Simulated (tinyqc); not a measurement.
Epitaxial growth on a vicinal surface: Burton-Cabrera-Frank step flow, step-edge barrier and island nucleation. Changing the step-edge barrier E_s. Computed by tinyqc, a small Python program. Command: `OMP_NUM_THREADS=1 python tinyqc.py 3021163 3021164 out.jsonl stepflow sweep`. One thread of a shared host (Intel(R) Xeon(R) Processor @ 2.30GHz), about 0.02 s of CPU time with the checks.

Adatoms land at rate F, hop on a square grid (a simplification for hexagonal faces), desorb, or join steps. Lengths are in units of a and n is the adatom coverage. Steps ascend at x = 0 and descend at x = l.

Inputs (values chosen for the exercise, close to those used for 4H-SiC(0001)): site spacing a = 3.08 angstrom; step height h = 2.52 angstrom; diffusion barrier E_d = 1.88 eV; desorption energy E_a = 4.02 eV; adatom formation energy E_f = 1.64 eV; attempt frequency nu = 5 THz; deposition rate F = 3 layers/s; miscut angle = 0.5 degrees; temperature T = 1320 C.

Constants: k_B = 8.617333262e-05 eV/K.

Method:
- D = nu exp(-E_d/(k_B T)) (a^2/s, nu counted per direction); tau = exp(E_a/(k_B T))/nu; x_s = sqrt(D tau); n_eq = exp(-E_f/(k_B T)); terrace width l = h/(a tan(miscut)); Schwoebel length l_s = exp(E_s/(k_B T)) - 1.
- Temperatures in kelvin are T(C) + 273.15.
- D n'' - n/tau + F = 0 with n(0) = n_eq and -l_s n'(l) = n(l) - n_eq. With u = n - F tau, A = n_eq - F tau, y = l/x_s, s = l_s/x_s: u = A cosh(x/x_s) + B sinh(x/x_s), B = A (1 - cosh y - s sinh y)/(sinh y + s cosh y). Flux into the ascending step J+ = D B/x_s, over the descending one J- = -(D/x_s)(A sinh y + B cosh y); step velocity J+ + J-; growth rate (J+ + J-)/l. For small y: J+ + J- = (F - n_eq/tau) l, J-/J+ = l/(l + 2 l_s).
- The coverage peaks where n' = 0, tanh(x/x_s) = -B/A.

One run for each value; columns: (1) step-edge barrier E_s (eV); (2) J- (atoms per step site and s); (3) J+ (atoms per step site and s); (4) peak coverage; (5) position of the peak (a); (6) Schwoebel length l_s (a):
```
(1)     (2)    (3)        (4)    (5)    (6)
0.00  140.6  140.6  5.902e-04  46.88   0.00
0.05  140.0  141.3  5.956e-04  47.10   0.44
0.10  139.0  142.2  6.034e-04  47.41   1.07
0.20  135.8  145.4  6.304e-04  48.47   3.29
0.30  129.7  151.5  6.843e-04  50.52   7.89
0.40  118.6  162.6  7.874e-04  54.22  17.42
0.50  100.7  180.5  9.685e-04  60.19  37.17
```

Give the missing row, step-edge barrier E_s (eV) = 0.15.

Computed row; columns: (1) step-edge barrier E_s (eV); (2) J- (atoms per step site and s); (3) J+ (atoms per step site and s); (4) peak coverage; (5) position of the peak (a); (6) Schwoebel length l_s (a):
```
(1)     (2)    (3)        (4)    (5)   (6)
0.15  137.7  143.5  6.146e-04  47.85  1.98
```

Interpolating between the two neighbouring rows (linearly) misses most in Schwoebel length l_s (a), by 10 %. Over the rows, J- (atoms per step site and s) falls from 141 to 101; J+ (atoms per step site and s) rises from 141 to 181; peak coverage rises from 5.90e-4 to 9.69e-4. The barrier matters once l_s is comparable with l; in the limit the descending step reflects, the peak moves to x = l and the excess coverage is four times as large when desorption is weak.

Extremes, crossings and ranges named in words are read from the listed rows.
